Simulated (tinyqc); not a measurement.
Comparisons within one model: electrons shared among three sets of ellipsoidal valleys. A value that a table varies takes the place of the one given here.

F_j(eta) = (1/Gamma(j + 1)) integral_0^infinity x^j dx/(1 + exp(x - eta)), which tends to exp(eta) for eta << 0.

Sets Delta2, Delta4, L: N_i = M_i times N = 2 (m kB T/(4 pi c))^(3/2) with c = hbar^2/2m0, in 1/angstrom^3; times 1e24 for 1/cm^3, m = (ml mt^2)^(1/3); n = sum_i N_i F_1/2((EF - dE_i)/kT), energies from the edge of the first set; mu_drift = sum of share times mobility.

Constants: hbar^2/2m0 = 3.80998211 eV angstrom^2; kB = 8.617333262e-05 eV/K.

Inputs chosen for the exercise (masses and offsets near those of Si; mobilities are free inputs, held fixed; not measured data):

| symbol | value | unit | meaning |
|---|---|---|---|
| dE | (0, 0.147, 0.807) | eV | edges of Delta2, Delta4, L above the first, the first two split by strain |
| M | (2, 4, 4) |  | valleys in each set |
| ml | (0.937, 0.937, 1.749) | m0 | longitudinal masses of Delta2, Delta4, L |
| mt | (0.1828, 0.1828, 0.1227) | m0 | transverse masses |
| mu | (2000, 840, 590) | cm^2/(V s) | mobility of each set, for current in the plane normal to the Delta2 axis |
| n | 4.8e+18 | 1/cm^3 | total electron density |
| T | 200 | K |  |

## Transfer between valleys with temperature

Offsets, masses and mobilities are held fixed; n is fixed too, so the high values of T stand for hot electrons, not for the lattice.

Populations:

| T (K) | EF (eV) | share Delta2 | share Delta4 | share L | mu_drift |
|---|---|---|---|---|---|
| 77 | 0.0187 | 1.0000 | 0.0000 | 0.0000 | 2000 |
| 150 | 0.0123 | 1.0000 | 0.0000 | 0.0000 | 2000 |
| 300 | -0.0113 | 0.9919 | 0.0081 | 0.0000 | 1991 |
| 450 | -0.0455 | 0.9526 | 0.0474 | 0.0000 | 1945 |
| 600 | -0.0885 | 0.8903 | 0.1097 | 0.0000 | 1873 |
| 900 | -0.1942 | 0.7646 | 0.2353 | 0.0000 | 1727 |
| 1200 | -0.3182 | 0.6714 | 0.3280 | 0.0005 | 1619 |
| 2000 | -0.7036 | 0.5341 | 0.4568 | 0.0091 | 1457 |

The share of Delta2 goes from 1.000 to 0.534 and the mean mobility from 2000 to 1457 cm^2/(V s). Delta2 holds more than Delta4 throughout. The share of L is at most 0.0091.

## Transfer between valleys with doping

Parabolic valleys; band tails and gap narrowing are left out.

Populations:

| n (1/cm^3) | EF (eV) | share Delta2 | share Delta4 | share L | mu_drift |
|---|---|---|---|---|---|
| 1.0e+16 | -0.1065 | 0.9996 | 0.0004 | 0.0000 | 2000 |
| 1.0e+17 | -0.0667 | 0.9996 | 0.0004 | 0.0000 | 2000 |
| 1.0e+18 | -0.0259 | 0.9996 | 0.0004 | 0.0000 | 2000 |
| 3.0e+18 | -0.0045 | 0.9995 | 0.0005 | 0.0000 | 1999 |
| 1.0e+19 | 0.0248 | 0.9992 | 0.0008 | 0.0000 | 1999 |
| 3.0e+19 | 0.0664 | 0.9970 | 0.0030 | 0.0000 | 1997 |
| 1.0e+20 | 0.1474 | 0.9248 | 0.0752 | 0.0000 | 1913 |

The share of Delta2 goes from 1.000 to 0.925 and the mean mobility from 2000 to 1913 cm^2/(V s). Delta2 holds more than Delta4 throughout. The share of L is at most 2.1e-18.

## Moving the second set by strain or alloying

The second entry of dE is replaced by the values listed; a negative value puts that set lowest.

Populations:

| offset (eV) | EF (eV) | share Delta2 | share Delta4 | share L | mu_drift |
|---|---|---|---|---|---|
| -0.100 | -0.1091 | 0.0018 | 0.9982 | 0.0000 | 842 |
| -0.050 | -0.0597 | 0.0312 | 0.9688 | 0.0000 | 876 |
| 0.000 | -0.0170 | 0.3333 | 0.6667 | 0.0000 | 1227 |
| 0.025 | -0.0038 | 0.6446 | 0.3554 | 0.0000 | 1588 |
| 0.050 | 0.0028 | 0.8730 | 0.1270 | 0.0000 | 1853 |
| 0.100 | 0.0057 | 0.9916 | 0.0084 | 0.0000 | 1990 |
| 0.150 | 0.0058 | 0.9995 | 0.0005 | 0.0000 | 1999 |
| 0.200 | 0.0058 | 1.0000 | 0.0000 | 0.0000 | 2000 |
| 0.300 | 0.0058 | 1.0000 | 0.0000 | 0.0000 | 2000 |

The share of Delta2 goes from 0.002 to 1.000 and the mean mobility from 842 to 2000 cm^2/(V s). Delta2 and Delta4 hold equal numbers between offset = 0 and 0.025 eV. The share of L is at most 1.2e-20. With Boltzmann statistics the first two sets are equal at kT ln(N_2/N_1) = 0.0119 eV.

## What moves the populations

All else solved anew. Each row changes one parameter from the base and keeps the others.

Results:

| case | EF (eV) | share Delta2 | share Delta4 | share L | mu_drift (cm^2/(V s)) |
|---|---|---|---|---|---|
| base | 0.0058 | 0.9994 | 0.0006 | 0.0000 | 1999 |
| T = 250 K | -0.0021 | 0.9972 | 0.0028 | 0.0000 | 1997 |
| n = 1.44e+19 1/cm^3 | 0.0362 | 0.9989 | 0.0011 | 0.0000 | 1999 |
| dE = (0, 0.1176, 0.807) eV | 0.0058 | 0.9969 | 0.0031 | 0.0000 | 1996 |
| mt = (0.1828, 0.2194, 0.1227) m0 | 0.0058 | 0.9993 | 0.0007 | 0.0000 | 1999 |
| ml = (0.937, 1.1244, 1.749) m0 | 0.0058 | 0.9994 | 0.0006 | 0.0000 | 1999 |
| mu = (2400, 840, 590) cm^2/(V s) | 0.0058 | 0.9994 | 0.0006 | 0.0000 | 2399 |

The largest shifts from the base row, up to three for each result and ties (the steps differ in size, so this ranks the rows, not the parameters). EF (eV): n +0.0304, T -0.0079; unchanged at the printed digits by dE, mt, ml and mu. share Delta2: dE -0.0025, T -0.0022, n -0.0005; unchanged at the printed digits by ml and mu. share Delta4: dE +0.0025, T +0.0022, n +0.0005; unchanged at the printed digits by ml and mu. share L: unchanged at the printed digits by T, n, dE, mt, ml and mu. mu_drift (cm^2/(V s)): mu +400, dE -3, T -3; unchanged at the printed digits by n, mt and ml.

(tinyqc, `OMP_NUM_THREADS=1 python tinyqc.py 1651891 1651892 out.jsonl`, Intel(R) Xeon(R) Processor @ 2.30GHz, 1 thread, shared host, about 0.01 s.)
